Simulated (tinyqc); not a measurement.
A particle near a wafer in liquid: double-layer and van der Waals forces (DLVO), deposition barrier and removal: one step, computed by the program tinyqc.

Sphere and flat wall, Derjaguin approximation, constant potentials in the linear-superposition form, no retardation and no hydration force.

Problem. Screening. kappa^2 = 2 z^2 e^2 N_A (1000 c)/(eps eps_0 k_B T); gamma_i = tanh(z e psi_i/(4 k_B T)); Z = 64 pi eps eps_0 (k_B T/(z e))^2 gamma_1 gamma_2.

Inputs (values chosen for the exercise, of the order of those for silica on copper in water):

| quantity | value | unit |
|---|---|---|
| particle radius R | 20 | nm |
| potential of the particle psi_1 | -26 | mV |
| potential of the wafer psi_2 | -35 | mV |
| salt concentration c | 0.2 | mol/L |
| valence z of the symmetric salt | 2 | - |
| temperature T | 323 | K |
| dielectric constant of the liquid | 69.9 | - |

Constants: e = 1.602176634e-19 C; N_A = 6.02214076e+23 1/mol; eps_0 = 8.8541878128e-12 F/m; k_B = 1.380649e-23 J/K; k_B = 8.617333262e-05 eV/K.

Give: kappa; Debye length; gamma_1; gamma_2; Z; kappa R.

Solution.

kappa = 2.994 1/nm

Debye length = 0.3340 nm

gamma_1 = -0.4358

gamma_2 = -0.5572

Z = 5.853 pN

kappa R = 59.87

Like signs: the double layers repel.
